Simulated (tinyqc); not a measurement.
Born-von Karman spring model of a cubic crystal with one atom per cell: one step, computed by the program tinyqc.

First neighbours lie at a/2 (1,1,1) (8 of them), second at a (1,0,0) (6), with all permutations and signs; the volume per atom is Omega = a^3/2.

Problem. Elastic constants from long waves. [ij,kl] = (1/(2 Omega)) sum_R K_ij R_k R_l; C11 = [xx,xx], C44 = [xx,yy], C12 = 2 [xy,xy] - C44; B = (C11 + 2 C12)/3; Zener ratio A = 2 C44/(C11 - C12). K(R) = kL n n^T + kT (1 - n n^T).

Inputs (values chosen for the exercise, for a model crystal):
```
quantity,value,unit
lattice constant a,5.08,angstrom
radial spring k1L,1.56,eV/angstrom^2
transverse spring k1T,0,eV/angstrom^2
radial spring k2L,1.1,eV/angstrom^2
transverse spring k2T,0,eV/angstrom^2
```

Lattice: bcc.

Constants: 1 eV/angstrom^3 = 160.2176634 GPa.

Give: C11; C12; C44; bulk modulus B; Zener ratio A.

Solution.

C11 = 102.19 GPa

C12 = 32.800 GPa

C44 = 32.800 GPa

bulk modulus B = 55.929 GPa

Zener ratio A = 0.94545

C12 - C44 = 0.00 GPa: the Cauchy relation C12 = C44 holds, as it must when sum_R kT R^2 = 0.
